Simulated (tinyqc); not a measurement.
Gate sheet resistance from two finger widths.

Inverse problem. At low frequency R = Rsh Wf/(3 L) + B/Wf, where B collects the channel and vertical terms. Find Rsh, B and the width of lowest R.

Values chosen for this exercise: channel length L = 1.5 um.

input resistance of single fingers, contacted at one end, of width 0.67 and 10 um (ohm): [55.659602, 76.733333]

Solution. R Wf is a straight line in Wf^2; the minimum of R lies where both terms are equal.

Rsh = 33.00 ohm/square
B = 34.00 ohm um
width of lowest R = 2.153 um

Computed by the program tinyqc: `OMP_NUM_THREADS=1 python tinyqc.py 2262226 2262227 out.jsonl`, one thread of a shared Intel Xeon 2.30GHz, about 0.01 s for the whole run.
